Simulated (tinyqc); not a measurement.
Adsorption as a lattice gas: isotherms with interactions, competition, desorption peaks and saturation dose: one step, computed by the program tinyqc. Command: `OMP_NUM_THREADS=1 python tinyqc.py 3000002 3000003 out.jsonl adsorb walk`. One thread of a shared host (Intel(R) Xeon(R) Processor @ 2.30GHz), about 0.2 s of CPU time with the checks.

One adsorbate per site; a molecule needs 1 empty site. Gas and surface have the same temperature.

Question. Dose to saturate, flat and in a hole. Without desorption or interaction, 99 % coverage needs the time (N_s/(s0 F)) ln 100. For a round hole of aspect ratio a in molecular flow with unit sticking (Gordon), the time is N_s/F x [1 + (19/4) a + (3/2) a^2]. The larger of the two times is a rough guide.

Inputs (values chosen for the exercise, for a model surface): desorption energy E = 0.877 eV; prefactor nu = 3.4e+12 1/s; site density N_s = 14 1/nm^2; sticking coefficient s0 = 0.008; temperature T = 375 K; aspect ratio a (depth over diameter) of a hole = 100.

Adsorption: molecular (first order).

flux F = 34003.05 1/(nm^2 s)

Give: time on a flat surface; time for the hole.

Answer.

time on a flat surface = 0.2370 s

time for the hole = 6.372 s

The hole is limited by transport: for deep holes the dose grows as a^2. Caution: with k_d = nu exp(-E/(k_B T)) of these inputs desorption is not negligible over the time on a flat surface, so without interaction 99 % coverage is not reached.
